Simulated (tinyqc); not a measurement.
Inside a calculation. Model: thermal boundary conductance by the acoustic and diffuse mismatch models. Computed by tinyqc, a small Python program that keeps every step. Command: `OMP_NUM_THREADS=1 python tinyqc.py 3003033 3003034 out.jsonl kapitza walk`. One thread of a shared host (Intel(R) Xeon(R) Processor @ 2.30GHz), about 0.01 s of CPU time with the checks. Intermediate numbers are printed to about 6 digits and carried at full precision; extremes and crossings named in words are read from the listed rows.

Each side has one longitudinal and two transverse Debye branches, omega = v q up to q_D = (6 pi^2 n)^(1/3), with n counting all atoms. Scattering at the interface is elastic. Electrons are left out of G, also for metals. Melting is ignored. G refers to the temperatures of the phonons sent towards the interface. Linear branches over all atoms overstate G at high T, most for crystals with several atoms a cell.

Inputs (values chosen for the exercise, modelled on gallium nitride (side 1) and diamond (side 2)):

| quantity | value | unit |
|---|---|---|
| density rho_1 | 6.25 | g/cm^3 |
| longitudinal velocity vL_1 | 7890 | m/s |
| transverse velocity vT_1 | 4280 | m/s |
| atom density n_1 | 85.7 | 1/nm^3 |
| conductivity kappa_1 | 194 | W/(m K) |
| density rho_2 | 3.47 | g/cm^3 |
| longitudinal velocity vL_2 | 17000 | m/s |
| transverse velocity vT_2 | 12700 | m/s |
| atom density n_2 | 181 | 1/nm^3 |
| conductivity kappa_2 | 2180 | W/(m K) |
| temperature T | 500 | K |
| thickness d_1 | 1600 | nm |
| thickness d_2 | 2000 | nm |
| heat flux J | 0.17 | kW/cm^2 |

Structure: film on a substrate.

Constants: hbar = 1.054571817e-34 J s; k_B = 1.380649e-23 J/K.

## Cut-off frequencies and impedances

omega_c = v q_D for each branch, given as hbar omega_c/k_B; impedance Z = rho v.

Branches:

| branch | v (m/s) | cut-off (K) | Z (1e6 kg/(m^2 s)) |
|---|---|---|---|
| L, side 1 | 7890 | 1035.65 | 49.3125 |
| T, side 1 | 4280 | 561.80 | 26.7500 |
| L, side 2 | 17000 | 2862.98 | 58.9900 |
| T, side 2 | 12700 | 2138.81 | 44.0690 |

## Acoustic mismatch: transmission of each branch

No mode conversion. t(theta) = 4 Z_1 Z_2 cos(theta_1) cos(theta_2)/N^2, with N = Z_2 cos(theta_1) + Z_1 cos(theta_2) for L (the form for pressure waves) and N = Z_1 cos(theta_1) + Z_2 cos(theta_2) for both T branches (the form for shear waves polarised along the interface); sin(theta_2) = (v_2/v_1) sin(theta_1), and t = 0 beyond the critical angle arcsin(v_1/v_2); the mean over the incoming flux is alpha = 2 int t sin(theta_1) cos(theta_1) d theta_1 (64 Gauss-Legendre points).

Transmission:

| branch | t at normal incidence | largest angle from side 1 (deg) | alpha, 1 to 2 | alpha, 2 to 1 |
|---|---|---|---|---|
| L | 0.992015 | 27.6531 | 0.191394 | 0.888528 |
| T | 0.940194 | 19.6947 | 0.108218 | 0.952838 |

For L waves from side 1 the critical cone of 28 degrees bounds the transmission; the mean is 0.19 against 0.99 at normal incidence. For T waves from side 1 the critical cone of 20 degrees bounds the transmission; the mean is 0.11 against 0.94 at normal incidence.

## Diffuse mismatch: transmission at low frequency

A phonon forgets its side and branch: alpha(1 to 2) = S_2/(S_1 + S_2), S_i = 1/vL_i^2 + 2/vT_i^2.

S_1 = 1.25244e-07 s^2/m^2

S_2 = 1.58602e-08 s^2/m^2

diffuse alpha, 1 to 2 = 0.112401

## Boundary conductance

G = (k_B^4 T^3/(8 pi^2 hbar^3)) int W(x) x^4 e^x/(e^x - 1)^2 dx, x = hbar omega/(k_B T). Acoustic mismatch: W = sum over the three branches of alpha(1 to 2)/v_1^2, each up to the lower of its two cut-offs. Diffuse mismatch: W = S_1 S_2/(S_1 + S_2), where S_i sums 1/v^2 over the branches of side i still below their cut-off. Radiation limit: W = min(S_1, S_2). The integral is split at the four cut-offs (64 Gauss-Legendre points a piece, x at most 45). Boundary resistance R = 1/G and Kapitza length kappa_2/G use the diffuse value.

G, acoustic mismatch = 621.292 MW/(m^2 K)

G, diffuse mismatch = 1077.26 MW/(m^2 K)

G, radiation limit = 1876.83 MW/(m^2 K)

boundary resistance R = 0.928285 m^2 K/GW

Kapitza length in side 2 = 2023.66 nm

The diffuse value is 1.73 times the acoustic one and 57 % of the radiation limit. Diffuse scattering raises G here: it ignores the impedance mismatch and lets phonons change direction and branch. Caution: at this temperature short waves carry the heat; linear branches up to q_D overstate their velocity, and inelastic processes, left out here, grow with T.

## Conductance against temperature

The formulas are those given above.

G (MW/(m^2 K)):

| T (K) | acoustic mismatch | diffuse mismatch | radiation limit |
|---|---|---|---|
| 2 | 0.00121411 | 0.00114789 | 0.00129325 |
| 5 | 0.0189705 | 0.0179357 | 0.0202070 |
| 10 | 0.151764 | 0.143486 | 0.161656 |
| 20 | 1.21411 | 1.14789 | 1.29325 |
| 40 | 9.70047 | 9.17668 | 10.3460 |
| 80 | 67.9005 | 68.2865 | 82.4706 |
| 150 | 236.462 | 304.984 | 453.831 |
| 300 | 494.230 | 801.661 | 1355.87 |
| 600 | 649.001 | 1138.99 | 1994.49 |
| 1000 | 693.366 | 1238.82 | 2185.33 |

All three follow T^3 at the cold end (exponent 3.00 for the diffuse model) and flatten at high T (exponent 0.16 at the hot end); the lowest cut-off is 562 K. The ratio of diffuse to acoustic goes from 0.95 to 1.79. The plateau is set by the frequencies that both sides share.

## Temperature rise through the stack

In series: Delta T = J (d_1/kappa_1 + R + d_2/kappa_2), with bulk conductivities in the layers and one-dimensional flow.

temperature drops (K): film 0.0140206, interface 0.00157808, substrate 0.00155963

total rise Delta T = 0.0171583 K

interface share of film plus interface = 0.101168

The film takes the largest drop, 82 % of the total.

Checks made by the program: detailed balance alpha_12/v_1^2 = alpha_21/v_2^2 (relative difference below 1e-10); low-temperature limit G = pi^2 k_B^4 T^3 alpha S_1/(30 hbar^3) (relative difference below 1e-10).
